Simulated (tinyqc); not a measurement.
# Resonant-tunnelling diode, transfer matrices and Tsu-Esaki current: effect of temperature at two biases

Emitter (band edge 0), barrier d1, well Lw, barrier d2, spacer ds, collector (edge -V). The bias drops linearly over these layers and none in the contacts; each layer is cut into ns equal slices, flat at the value of their centres. E is the energy of motion across the layers, C = hbar^2/(2 m0), psi and psi'/m are continuous. Transport is coherent, T(E) is taken as independent of the transverse momentum, and charge in the well is ignored.

The current at V = 0.83 V and at V = 1.269 V, Ef held fixed. For the pair (psi, psi'/m) a flat layer has M = [[cos kd, (m/k) sin kd], [-(k/m) sin kd, cos kd]] with k = sqrt(m (E - U)/C) above its edge U, and M = [[cosh Kd, (m/K) sinh Kd], [(K/m) sinh Kd, cosh Kd]] with K = sqrt(m (U - E)/C) below it. Later slices stand to the left. With M acting on (psi, psi'/m) and v = k/m in each lead, T(E) = 4 vL vR/[(vL vR M12 - M21)^2 + (vR M11 + vL M22)^2]. J = J0 times the integral over E > 0 of T(E) N(E), N = ln[(1 + exp((Ef - E)/Vt))/(1 + exp((Ef - V - E)/Vt))], J0 = q^2 mw m0 kB T/(2 pi^2 hbar^3) (times 1e-4 for A/cm^2 per eV). The integral is converged to the digits shown.

Parameters, values chosen for the exercise; masses and offsets close to those of InGaAs wells and AlAs barriers: mass in the well, spacer and contacts mw = 0.04 m0; barrier height U1 = 1.2 eV; barrier mass m1 = 0.15 m0; emitter barrier d1 = 1.3 nm; well width Lw = 2.8 nm; collector barrier d2 = 1.3 nm; slices in each layer ns = 4; undoped spacer after the collector barrier ds = 4.1 nm; Fermi energy of both contacts above their band edges Ef = 0.1 eV.

Constants: q = 1.602176634e-19 C, kB = 1.380649e-23 J/K, hbar = 1.054571817e-34 J s, m0 = 9.1093837015e-31 kg, Vt = kB T/q, hbar^2/(2 m0) = 0.0380998212 eV nm^2. Results are converted to the units shown.

Effect of temperature at two biases:
```
T (K)	J at 0.83 V (kA/cm^2)	J at 1.269 V (kA/cm^2)	ratio
40	188.9	1.480	127.6
77	188.9	1.498	126.1
150	189.6	1.567	121.0
220	191.8	1.674	114.6
300	196.9	1.842	106.9
400	206.6	2.114	97.72
```

Read the table: what changes, and by how much?

The first current rises from 189 to 207 kA/cm^2, the second rises from 1.48 to 2.11 kA/cm^2, and their ratio falls from 128 to 97.7.

Computed by the program tinyqc: `OMP_NUM_THREADS=1 python tinyqc.py 2600122 2600123 out.jsonl`, one thread of a shared Intel Xeon 2.30GHz, about 0.2 s for the whole run.
